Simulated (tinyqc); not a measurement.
From one set of inputs to another, one input at a time: band-to-band tunnelling and avalanche in a reverse-biased abrupt junction. Computed by tinyqc, a small Python program. Command: `OMP_NUM_THREADS=1 python tinyqc.py 3028205 3028206 out.jsonl zener ladder`. One thread of a shared host (Intel(R) Xeon(R) Processor @ 2.30GHz), about 0.03 s of CPU time with the checks.

Direct Kane tunnelling in the local field (for indirect gaps the mass is an effective fit) and one ionisation coefficient for both carriers. N is the doping of the light side, or N_A N_D/(N_A + N_D) for the symmetric junction; the built-in voltage is taken as E_g/e.

The inputs printed are set A. Set A is modelled on In0.53Ga0.47As; the values taken over come from a set modelled on germanium. Inputs not listed in the table keep their values of set A, so the rows need not describe a real material.

Inputs (values chosen for the exercise, modelled on In0.53Ga0.47As): band gap at 300 K, E_g = 0.745 eV; gap narrowing with temperature, -dE_g/dT = 0.32 meV/K; reduced tunnelling mass m_r = 0.028 m_0; permittivity eps = 13.9; ionisation prefactor a = 5.1e+06 1/cm; ionisation field at 300 K, b = 1.57e+06 V/cm; relative rise of b with temperature = 3.1 1e-4/K; effective doping N = 2.6e+17 1/cm^3; reverse bias V_R = 1.7 V; current density that defines tunnel breakdown, J_0 = 0.1 A/cm^2; temperature T = 350 K.

Junction: one-sided.

Constants: eps_0 = 8.8541878128e-12 F/m; e = 1.602176634e-19 C; m_0 = 9.1093837015e-31 kg; hbar = 1.054571817e-34 J s.

Method:
- E_g(T) = E_g - (T - 300 K)(-dE_g/dT); b(T) = b [1 + (rise)(T - 300 K)]; w = sqrt(2 eps eps_0 (V_R + E_g/e)/(e N)); F_m = 2 (V_R + E_g/e)/w; the field falls linearly from F_m to 0 across w.
- Kane: G(F) = A F^2 exp(-B/F), A = e^2 sqrt(m_r)/(18 pi hbar^2 sqrt(E_g)), B = pi sqrt(m_r) E_g^(3/2)/(2 e hbar), SI units; J = e int G dx x V_R/(V_R + E_g/e), the last factor making J vanish at zero bias; int G dx = (w/F_m) int_0^F_m G dF by 64 Gauss-Legendre points.
- Avalanche: I = (w/F_m) int_0^F_m a exp(-b/F) dF by 64 Gauss-Legendre points, M = 1/(1 - I), breakdown at I = 1.
- V_Z solves J = J_0 and V_A solves I = 1; the lower one is the breakdown voltage; temperature coefficients by a central difference of +/- 10 K.

Each row keeps all changes above it:
```
input moved                             from        to  tunnel breakdown V_Z (V)  avalanche breakdown V_A (V)  peak field F_m (MV/cm)
set A                                      -         -                    1.2022                       3.7421                 0.40550
reverse bias V_R (V)                     1.7         2                    1.2022                       3.7421                 0.42981
band gap at 300 K, E_g (eV)            0.745      0.65                    0.7301                       3.8371                 0.42226
temperature T (K)                        350       250                    0.8748                       3.5938                 0.42482
ionisation field at 300 K, b (V/cm)  1570000   1330000                    0.8748                       2.6252                 0.42482
ionisation prefactor a (1/cm)        5100000  11000000                    0.8748                       1.7059                 0.42482
reduced tunnelling mass m_r (m_0)      0.028      0.04                    1.3517                       1.7059                 0.42482
effective doping N (1/cm^3)          2.6e+17   6.8e+16                    5.9468                       4.8634                 0.21726
```

Which inputs carry the difference?

Tunnel breakdown V_Z goes from 1.20 to 5.95, a factor 4.95 in all. The largest single move comes from effective doping N (a factor 4.40), and band gap at 300 K, E_g works against it (a factor 0.607). Avalanche breakdown V_A goes from 3.74 to 4.86, a factor 1.30 in all. The largest single move comes from effective doping N (a factor 2.85), and ionisation prefactor a works against it (a factor 0.650). Peak field F_m goes from 0.405 to 0.217, a factor 0.536 in all. The largest single move comes from effective doping N (a factor 0.511). The single moves hold for this order of the switches; the total does not depend on the order.

Caution (rows ionisation field at 300 K, b, ionisation prefactor a, reduced tunnelling mass m_r): V_A is below about 5 E_g/e, where the local law understates it, since it ignores the distance a carrier needs to reach the ionisation energy.

Extremes, crossings and ranges named in words are read from the listed rows.
